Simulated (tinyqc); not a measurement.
Planar ballistic transistor, top-of-the-barrier model: course of the iteration: self-consistent potential at the barrier top.

At the top of the source barrier, states moving towards the drain are filled by the source (Fermi level 0) and states moving back by the drain (Fermi level -q Vd); nothing scatters. U is the shift of the band edge there, set by the capacitances CG, CD and CS (the total) and by the charge. Parabolic two-dimensional band; the source is grounded.

eta1 = -(E0 + U)/Vt, eta2 = eta1 - Vd/Vt, n = (N0/2)[F_0(eta1) + F_0(eta2)], F_0(x) = ln(1 + exp x). U(out) = UL + q (n - n0)/CS. U(new) = U(out).

Stop when U changes by less than 1e-9 eV, or after 25 iterations.

Values chosen for this exercise; mass and valleys close to those of a monolayer dichalcogenide:
- T = 200 K (temperature)
- E0 = 0.37 eV (band edge at the barrier top above the source Fermi level at zero bias)
- Vd = 0.1 V (drain voltage)

Constants: q = 1.602176634e-19 C, kB = 1.380649e-23 J/K, Vt = kB T/q. Results are converted to the units shown.

U at the start (U = UL) = -0.4302 eV
N0 = 7.18506e12 cm^-2
CS = 3.78789 uF/cm^2
n0 = 3410.68 cm^-2
UL = -0.4302 eV

Course of the iteration:
```
iteration     U (eV)  |change| (eV)
1           0.119514          0.550
2          -0.430200          0.550
3           0.119514          0.550
4          -0.430200          0.550
5           0.119514          0.550
6          -0.430200          0.550
7           0.119514          0.550
8          -0.430200          0.550
9           0.119514          0.550
...              ...            ...
17          0.119514          0.550
18         -0.430200          0.550
19          0.119514          0.550
20         -0.430200          0.550
21          0.119514          0.550
22         -0.430200          0.550
23          0.119514          0.550
24         -0.430200          0.550
25          0.119514          0.550
```

Did this iteration meet its convergence test, and what does its course show?

No. Not converged within 25 iterations. The value swings between -0.4302 and 0.1195 for good. At the solution, U = -0.3606 eV, the quantum capacitance is 3.25 times CS, and dU(out)/dU = -CQ/CS: its size exceeds one, so plain substitution overshoots further each time near the root. A rerun with Newton steps converges in 6 iterations.

Program tinyqc, `OMP_NUM_THREADS=1 python tinyqc.py 2400081 2400082 out.jsonl`; Intel Xeon 2.30GHz, shared host, one thread, about 0.01 s.
